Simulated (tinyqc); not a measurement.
Changing the temperature T: regular and subregular solution with a miscibility gap. Computed by tinyqc, a small Python program. Command: `OMP_NUM_THREADS=1 python tinyqc.py 3000357 3000358 out.jsonl regsol sweep`. One thread of a shared host (Intel(R) Xeon(R) Processor @ 2.30GHz), about 0.01 s of CPU time with the checks.

Per mole of mixing sites: G(x) = x (1 - x) [L0 + L1 (1 - 2x)] + R T [x ln x + (1 - x) ln(1 - x)], x the fraction of B.

Inputs (values chosen for the exercise, modelled on GaP(1-x)As(x)):
```
quantity              value                 unit
lattice constant a_A  5.451             angstrom
lattice constant a_B  5.653             angstrom
constant K            46400  kJ angstrom^2.5/mol
asymmetry L1              0               kJ/mol
overall fraction x0    0.55                    -
start value s0         0.01                    -
```

Source of L0: delta-lattice-parameter rule.

Constants: R = 8.314462618 J/(mol K).

Method:
- A bonding enthalpy -K a^(-2.5) with a linear in x gives L0 = 4.375 K (a_A - a_B)^2/abar^4.5, abar the mean lattice constant; eta = (a_B - a_A)/abar.
- The spinodal is G'' = 0, R T_s(x) = x (1 - x) [2 L0 + 6 L1 (1 - 2x)]; the critical point is its maximum.
- G' = L0 (1 - 2x) + L1 (1 - 6x + 6x^2) + R T ln[x/(1 - x)]; G'' = -2 L0 - 6 L1 (1 - 2x) + R T/[x (1 - x)].
- Solve G'' = 0 on each side of x_c.
- Common tangent: F1 = G'(x1) - G'(x2) = 0 and F2 = [G - x G'](x1) - [G - x G'](x2) = 0. Newton step: J = [[G''(x1), -G''(x2)], [-x1 G''(x1), x2 G''(x2)]], J dx = -F; a step that would leave 0 < x < 1 is halved until it stays inside. The start is x1 = s0, x2 = 1 - s0.
- Stop when the step is below 1e-12, or when x1 and x2 meet within 1e-5; residuals under 1e-7 are shown as 0.
- Inside the gap the B-rich phase has the fraction f = (x0 - x1)/(x2 - x1), and the gain is (1 - f) G(x1) + f G(x2) - G(x0); outside it one phase remains.

One run for each value; columns: (1) temperature T (K); (2) solubility limit x1; (3) spinodal x_s1; (4) spinodal x_s2; (5) solubility limit x2; (6) free energy of decomposition (J/mol):
```
(1)           (2)      (3)      (4)      (5)      (6)
41.4   2.1490e-05  0.04891  0.95109  0.99998  -678.83
50.6   1.5201e-04  0.06052  0.93948  0.99985  -626.25
59.8   5.9144e-04  0.07244  0.92756  0.99941  -573.84
69.0   1.6127e-03  0.08471  0.91529  0.99839  -521.83
78.2   3.5037e-03  0.09734  0.90266  0.99650  -470.51
87.4   6.5298e-03  0.11039  0.88961  0.99347  -420.24
96.6   1.0924e-02  0.12389  0.87611  0.98908  -371.38
106.0  1.7043e-02  0.13821  0.86179  0.98296  -323.29
115.0  2.4632e-02  0.15246  0.84754  0.97537  -279.33
```

Over the rows, solubility limit x1 rises from 2.15e-5 to 0.0246 (exponent d ln y / d ln x 9.7 between the first rows and 4.5 between the last); spinodal x_s1 rises from 0.0489 to 0.152 (exponent d ln y / d ln x 1.1 between the first rows and 1.2 between the last); spinodal x_s2 falls from 0.951 to 0.848 (exponent d ln y / d ln x -0.061 between the first rows and -0.20 between the last). An Arrhenius slope -R d ln x1/d(1/T) gives 3.70 kJ/mol between the first rows and 4.15 between the last; in the dilute limit it tends to L0 + L1.

Caution (all rows): at such a low temperature diffusion in a solid alloy is normally frozen, so this equilibrium would not be reached.
